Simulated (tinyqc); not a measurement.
Worked calculation: G0W0 on RHF in the 6-31g basis, for H2, spin multiplicity 1. One step of it, computed by the program tinyqc.

Task: Screening: direct RPA. With D = e_a - e_i and K = (ia|jb): diagonalise D^(1/2) (D + 4K) D^(1/2) = Z w^2 Z^T; X + Y = D^(1/2) Z w^(-1/2), each column of Z with its largest component positive (the first on a tie); E_c = (sum w - tr (D + 2K)) / 2.

orbital energies (hartree): MO1 -0.567994, MO2 0.212139, MO3 0.822698, MO4 1.292377

Two-electron integrals over orbitals (pq|rs), unique and non-zero (hartree):
```
(11|11) 0.616311    (21|21) 0.090450    (22|11) 0.436845    (22|22) 0.391072
(31|11) 0.154752    (31|22) 0.056941    (31|31) 0.104038    (32|21) -0.010111
(32|32) 0.034473    (33|11) 0.521489    (33|22) 0.388289    (33|31) 0.119808
(33|33) 0.466633    (41|21) -0.080810   (41|32) -0.032238   (41|41) 0.127420
(42|11) -0.142205   (42|22) -0.061223   (42|31) -0.077234   (42|33) -0.106236
(42|42) 0.073749    (43|21) -0.096980   (43|32) -0.013495   (43|41) 0.125427
(43|43) 0.144779    (44|11) 0.625750    (44|22) 0.445462    (44|31) 0.190396
(44|33) 0.544864    (44|42) -0.167468   (44|44) 0.697652
```

Give: D^(1/2) (D + 4K) D^(1/2); excitation energies w; X + Y; RPA correlation energy.

Result:

D^(1/2) (D + 4K) D^(1/2) (hartree^2):
```
         1>2     1>3      1>4
1>2   0.8909  0.0000  -0.3894
1>3   0.0000  2.5128   0.0000
1>4  -0.3894  0.0000   4.4092
```

excitation energies w (hartree): 0.9210  1.5852  2.1099

X + Y:
```
          1       2        3
1>2  0.9149  0.0000  -0.0661
1>3  0.0000  0.9367   0.0000
1>4  0.1545  0.0000   0.9334
```

RPA correlation energy = -0.029452 hartree
